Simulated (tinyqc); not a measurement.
# Punch-through p+-n junction, ionisation integral and breakdown: what changes with what

A p+ layer at x < 0 and an n drift layer from x = 0 to L on an n+ substrate. Depletion approximation, built-in voltage neglected. Local ionisation coefficients alpha_n = an exp(-(bn/E)^mx), alpha_p = ap exp(-(bp/E)^mx). Electrons move towards +x, holes towards x = 0.

Values chosen for this exercise; material values close to those of germanium:

| symbol | value | unit | meaning |
|---|---|---|---|
| eps_r | 15.8 |  | relative permittivity |
| an | 1.61e7 | 1/cm | prefactor of the electron ionisation coefficient |
| bn | 1.65e6 | V/cm | field constant for electrons |
| ap | 1.02e7 | 1/cm | prefactor of the hole ionisation coefficient |
| bp | 1.23e6 | V/cm | field constant for holes |
| mx | 1 |  | exponent |
| mu | 3860 | cm^2/(V s) | electron mobility of the drift layer |
| N | 1.4e15 | cm^-3 | donor density of the drift layer |
| L | 4.8 | um | thickness of the drift layer |

Constants: q = 1.602176634e-19 C, eps0 = 8.8541878128e-14 F/cm where lengths are in cm. Results are converted to the units shown.

Each table varies one quantity; the others keep the values above.

## Multiplication against voltage

W = sqrt(2 eps0 eps_r V/(q N)), peak field E0 = q N W/(eps0 eps_r), falling linearly to 0 at W; if W > L the layer is punched through: W = L, E0 = V/L + q N L/(2 eps0 eps_r), falling linearly to E1 = V/L - q N L/(2 eps0 eps_r). G(x) = integral from 0 to x of (alpha_n - alpha_p); I_n = integral of alpha_n exp(-G) (electrons injected at x = 0), I_p = integral of alpha_p exp(G(end) - G) (holes injected at the far edge); M = 1/(1 - I). Integrals on a fine grid; BV is where I_n = 1. Here BV = 73.6758 V; the Miller exponent is n = ln(1 - 1/M)/ln(V/BV).

Multiplication against voltage:

| V (V) | E0 (kV/cm) | I_n | I_p | M_n | M_p | Miller n, electrons | Miller n, holes |
|---|---|---|---|---|---|---|---|
| 29.5 | 99.9 | 3.69e-5 | 0.00202 | 1.00 | 1.00 | 11.2 | 6.78 |
| 36.8 | 115 | 4.29e-4 | 0.0133 | 1.00 | 1.01 | 11.2 | 6.22 |
| 44.2 | 131 | 0.00301 | 0.0581 | 1.00 | 1.06 | 11.4 | 5.57 |
| 51.6 | 146 | 0.0149 | 0.181 | 1.02 | 1.22 | 11.8 | 4.80 |
| 58.9 | 161 | 0.0595 | 0.417 | 1.06 | 1.72 | 12.6 | 3.91 |
| 63.4 | 171 | 0.135 | 0.609 | 1.16 | 2.56 | 13.3 | 3.31 |
| 67.8 | 180 | 0.305 | 0.798 | 1.44 | 4.96 | 14.3 | 2.71 |
| 70.7 | 186 | 0.537 | 0.908 | 2.16 | 10.9 | 15.1 | 2.33 |
| 72.6 | 190 | 0.794 | 0.970 | 4.86 | 33.0 | 15.7 | 2.09 |

What does the table show?

M_n rises from 1.000 to 4.86 and M_p from 1.002 to 33.0; both diverge at BV. The Miller exponent for electrons rises from 11.2 to 15.7 and that for holes falls from 6.78 to 2.09, so one exponent describes neither over the whole range. The larger multiplication belongs to holes, whose coefficient at the peak field of the last row is 5.80 times the other.

## Effect of the drift doping

Same model as above.

Specific on-resistance Ron = L/(q mu N) with constant mobility and full ionisation.

Effect of the drift doping:

| N (cm^-3) | BV (V) | E0 at BV (kV/cm) | W at BV (um) | Ron (mohm cm^2) | BV^2/Ron (MW/cm^2) | eps0 eps_r mu E0^3/4 (MW/cm^2) |
|---|---|---|---|---|---|---|
| 1.2e14 | 77.6 | 165 | 4.80 | 6.47 | 0.932 | 6.07 |
| 2.2e14 | 77.6 | 168 | 4.80 | 3.53 | 1.71 | 6.37 |
| 4.3e14 | 77.4 | 173 | 4.80 | 1.80 | 3.32 | 7.00 |
| 8.3e14 | 76.4 | 182 | 4.80 | 0.935 | 6.24 | 8.14 |
| 1.6e15 | 72.4 | 195 | 4.80 | 0.485 | 10.8 | 9.99 |
| 3e15 | 61.0 | 210 | 4.80 | 0.259 | 14.4 | 12.4 |
| 5.8e15 | 38.9 | 227 | 3.42 | 0.134 | 11.3 | 15.8 |
| 1.1e16 | 24.2 | 247 | 1.96 | 0.0706 | 8.31 | 20.3 |

BV falls from 77.6 to 24.2 V while the critical field rises from 165 to 247 kV/cm. BV goes as N^(0.00) between the first two rows and N^(-0.74) between the last two (a coefficient proportional to E^7 gives -0.75 without punch-through). BV^2/Ron goes from 0.932 through a maximum of 14.4 (at N = 3e15 among the rows listed) to 8.31 MW/cm^2; the layer is punched through at breakdown in 6 of the 8 rows.

## Effect of the drift thickness

Same model as above.

The value eps0 eps_r mu E0^3/4 holds for a triangular field; a layer that punches through can exceed it.

Results:

| L (um) | BV (V) | E0 at BV (kV/cm) | W at BV (um) | Ron (mohm cm^2) | BV^2/Ron (MW/cm^2) | eps0 eps_r mu E0^3/4 (MW/cm^2) |
|---|---|---|---|---|---|---|
| 1.8 | 32.8 | 197 | 1.80 | 0.208 | 5.18 | 10.3 |
| 2.4 | 42.0 | 194 | 2.40 | 0.277 | 6.35 | 9.87 |
| 3.2 | 53.4 | 193 | 3.20 | 0.370 | 7.72 | 9.64 |
| 4.4 | 69.0 | 192 | 4.40 | 0.508 | 9.36 | 9.56 |
| 5.9 | 85.3 | 192 | 5.90 | 0.681 | 10.7 | 9.55 |
| 11 | 114 | 192 | 11.0 | 1.27 | 10.3 | 9.55 |
| 14 | 115 | 192 | 12.0 | 1.62 | 8.16 | 9.55 |
| 19 | 115 | 192 | 12.0 | 2.19 | 6.01 | 9.55 |

Estimate the missing row, L = 7.9 um.

Computed row:

| L (um) | BV (V) | E0 at BV (kV/cm) | W at BV (um) | Ron (mohm cm^2) | BV^2/Ron (MW/cm^2) | eps0 eps_r mu E0^3/4 (MW/cm^2) |
|---|---|---|---|---|---|---|
| 7.9 | 102 | 192 | 7.90 | 0.912 | 11.3 | 9.55 |

With this row back in the table: BV rises from 32.8 to 115 V and saturates once L exceeds the free depleted width of 12.0 um, while Ron keeps rising as L. BV^2/Ron goes from 5.18 through a maximum of 11.3 (at L = 7.9 um among the rows listed) to 6.01 MW/cm^2. The best row has L = 0.66 of that width: the last part of the triangle adds little voltage but its full share of resistance.

Program tinyqc, `OMP_NUM_THREADS=1 python tinyqc.py 2120049 2120050 out.jsonl`; Intel Xeon 2.30GHz, shared host, one thread, about 0.06 s.
